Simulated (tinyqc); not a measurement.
Single-band model of a thermoelectric material. Inputs raised by 5 %, one at a time. Computed by tinyqc, a small Python program. Command: `OMP_NUM_THREADS=1 python tinyqc.py 3016492 3016493 out.jsonl thermo sens`. One thread of a shared host (Intel(R) Xeon(R) Processor @ 2.30GHz), about 0.05 s of CPU time with the checks.

One spherical band, one scattering law, no minority carriers and no phonon drag. In a real material minority carriers limit |S| to about E_g/(2 e T), so larger values are formal. eta = E_F/(k_B T) is counted from the band edge; f = 1/(1 + exp(x - eta)).

Inputs (values chosen for the exercise, modelled on n-type Mg3Sb2): density-of-states mass m = 1 m_0; non-parabolicity alpha = 1.2 1/eV; mobility parameter mu_300 = 250 cm^2/(V s); temperature exponent p = 2; lattice thermal conductivity kappa_L = 0.86 W/(m K); carrier density n = 9.6e+19 1/cm^3; temperature T = 680 K.

Band: Kane. Scattering: acoustic phonons, r = -0.5.

Constants: m_0 = 9.1093837015e-31 kg; k_B = 1.380649e-23 J/K; hbar = 1.054571817e-34 J s; k_B = 8.617333262e-05 eV/K; e = 1.602176634e-19 C.

Method:
- With x = E/(k_B T), a = alpha k_B T (0 for a parabolic band), G = x (1 + a x), D = 1 + 2 a x and <y> = int y f (1 - f) dx, f = 1/(1 + exp(x - eta)): tau = tau_0 G^r/D; transport function s = G^(3/2 + r)/D^2; n = N_0 <G^(3/2)> with N_0 = (2 m k_B T)^(3/2)/(3 pi^2 hbar^3).
- Integrals over x = E/(k_B T) use 160 Gauss-Legendre points in u = sqrt(x) from 0 to sqrt(max(eta, 0) + 32).
- Solve for eta.
- sigma = e mu_0 N_0 <s> with mu_0 = e tau_0/m = mu_300 (T/300 K)^(-p); |S| = (k_B/e)(<x s>/<s> - eta); Lorenz number L = (k_B/e)^2 (<x^2 s>/<s> - (<x s>/<s>)^2); kappa_e = L sigma T; zT = S^2 sigma T/(kappa_L + kappa_e).
- Hall factor r_H = <G^(3/2)> <G^(3/2 + 2r)/D^4>/<s>^2; drift mobility sigma/(n e) with n = N_0 <G^(3/2)>; power factor S^2 sigma.
- Quality factor B = (k_B/e)^2 e mu_0 N_0 T/kappa_L; zT and the power factor are maximised over eta between -8 and 30.

Runs; columns: (1) input moved; (2) from; (3) to; (4) conductivity sigma (S/cm); (5) largest zT; (6) density of the largest zT (1/cm^3); (7) Lorenz number L (1e-8 V^2/K^2):
```
(1)                                                 (2)        (3)    (4)     (5)        (6)    (7)
base run                                              -          -  259.2  0.5112  5.680e+19  1.323
density-of-states mass m (m_0)                        1       1.05  262.6  0.5441  5.989e+19  1.313
mobility parameter mu_300 (cm^2/(V s))              250      262.5  272.2  0.5330  5.605e+19  1.323
lattice thermal conductivity kappa_L (W/(m K))     0.86      0.903  259.2  0.4901  5.755e+19  1.323
carrier density n (1/cm^3)                      9.6e+19  1.008e+20  269.7  0.5112  5.680e+19  1.330
temperature T (K)                                   680        714  232.1  0.5125  6.122e+19  1.304
non-parabolicity alpha (1/eV)                       1.2       1.26  252.6  0.5018  5.727e+19  1.314
temperature exponent p                                2        2.1  238.9  0.4764  5.805e+19  1.323
```

Exponents ln(y'/y) / ln(x'/x):
```
input                                 conductivity sigma  largest zT  density of the largest zT  Lorenz number L
density-of-states mass m                           0.263       1.282                      1.085           -0.156
mobility parameter mu_300                          1.000       0.856                     -0.275            0.000
lattice thermal conductivity kappa_L               0.000      -0.860                      0.268            0.000
carrier density n                                  0.816       0.000                      0.000            0.109
temperature T                                     -2.261       0.052                      1.536           -0.301
non-parabolicity alpha                            -0.527      -0.378                      0.170           -0.144
temperature exponent p                            -1.677      -1.445                      0.445            0.000
```

To which inputs is each result most sensitive?

Among the inputs moved here: conductivity sigma answers most in size to temperature T (exponent -2.261), next to temperature exponent p (-1.677); its exponent is below 0.0005 for lattice thermal conductivity kappa_L. Its exponent +1.000 in mobility parameter mu_300: sigma is proportional to tau_0. Largest zT answers most in size to temperature exponent p (exponent -1.445), next to density-of-states mass m (+1.282); its exponent is below 0.0005 for carrier density n. Density of the largest zT answers most in size to temperature T (exponent +1.536), next to density-of-states mass m (+1.085); its exponent is below 0.0005 for carrier density n. Lorenz number L answers most in size to temperature T (exponent -0.301), next to density-of-states mass m (-0.156); its exponent is below 0.0005 for mobility parameter mu_300, lattice thermal conductivity kappa_L, temperature exponent p.

Extremes, crossings and ranges named in words are read from the listed rows.
